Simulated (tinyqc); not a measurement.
Three-level Kane dispersion of a narrow-gap semiconductor, step by step. Values are carried at full precision from step to step, so a last printed digit may differ when a step is redone from the rounded ones.

Zero of energy at Gamma8, c = hbar^2/2m0, P^2 = Ep c. The free-electron term and remote bands are left out, so the heavy holes are flat at E = 0 and the other three bands obey E (E - Eg)(E + Dso) = P^2 k^2 (E + 2 Dso/3). The conduction band is the highest root; its edge is Ec = max(Eg, 0).

Constants: hbar^2/2m0 = 3.80998211 eV angstrom^2; hbar = 6.58211957e-16 eV s; e^2/(4 pi eps0) = 14.39964547 eV angstrom; muB = 5.788381798e-05 eV/T.

Inputs chosen for the exercise (near those of HgTe; the results hold for these values, not for the real material):
- Eg = -0.296 eV (E(Gamma6) - E(Gamma8))
- Dso = 1.05 eV (spin-orbit splitting)
- Ep = 19.2 eV (Kane energy)
- k = 0.039 1/angstrom (wave vector)
- n = 4.4e+17 cm^-3 (electron density)
- eps = 14.8 (high-frequency dielectric constant)
- B = 3.6 T (magnetic field)

## The three bands at one k

Expand the equation into E^3 + a2 E^2 + a1 E + a0 = 0 and give its roots; compare with the two-level form (Dso to infinity) E = Eg/2 +/- sqrt(Eg^2/4 + (2/3) P^2 k^2).

P^2 k^2 = 0.111264 eV^2

a2, a1, a0: 1.346000  0.199536  -0.077885

roots (eV): -1.1003  -0.4159  0.1702

two-level form (eV): -0.4580  0.1620

The two-level form misses the highest root by -8.2 meV. The order is inverted: the band that would be the light hole curves upward from Gamma8 and touches the heavy holes, so there is no gap.

## Mass at the edge and limiting velocity

For Eg < 0 the conduction band starts at Gamma8 with m0* = 3 |Eg|/(2 Ep). In the two-level form the velocity tends to v = sqrt(2/3) P/hbar, and |Eg| = 2 m v^2 with m = 3 |Eg|/(2 Ep), as for a relativistic particle. 1 angstrom = 1e-10 m.

m0* = 0.02312 m0
P = 8.5529 eV angstrom
v = 1.061e+06 m/s
k at which the linear part sets in, |Eg|/(2 hbar v) = 0.02119 1/angstrom

## Fermi level and mass at a given density

Degenerate electrons at T = 0: kF = (3 pi^2 n)^(1/3), 1 cm^-3 = 1e-24 angstrom^-3; EF is the highest root at kF. The momentum (cyclotron, optical) mass is m(E) = hbar^2 k/(dE/dk) = c d(k^2)/dE with d(k^2)/dE = k^2 [1/E + 1/(E - Eg) + 1/(E + Dso) - 1/(E + 2 Dso/3)]; the density of states is k d(k^2)/dE/(2 pi^2).

Edge mass m0* = 3 |Eg|/(2 Ep).

Compare EF - Ec with the parabolic value c kF^2/m0*.

kF = 0.02353 1/angstrom
EF - Ec = 0.0752 eV
parabolic value = 0.0912 eV
m(EF) = 0.03290 m0
m(EF)/m0* = 1.423
density of states at EF = 1.029e+19 1/(eV cm^3)

The parabola overstates EF - Ec by a factor of 1.21; (EF - Ec)/|Eg| = 0.25, and the two-level rule 1 + 2 (EF - Ec)/|Eg| = 1.508 estimates the mass ratio.

## Plasma and cyclotron energies

hbar wp = sqrt(8 pi c (e^2/4 pi eps0) n/(eps m)), hbar wc = 2 muB B/m (classical limit), with m = m(EF) and, for comparison, the edge mass; n in angstrom^-3.

hbar wp with m(EF), with m0* (meV): 35.30  42.10

hbar wc with m(EF), with m0* (meV): 12.67  18.02

hbar wc is not small against EF - Ec = 75.2 meV, so fewer than ten Landau levels are filled and the classical value is only a guide.

## Checks

- Roots of the cubic against the 8 x 8 Kane matrix without remote terms: they agree to 1e-10 or better.
- m(E) near the edge against m0*: 0.02313 against 0.02312.

(tinyqc, `OMP_NUM_THREADS=1 python tinyqc.py 1050121 1050122 out.jsonl`, Intel(R) Xeon(R) Processor @ 2.30GHz, 1 thread, shared host, about 0.01 s.)
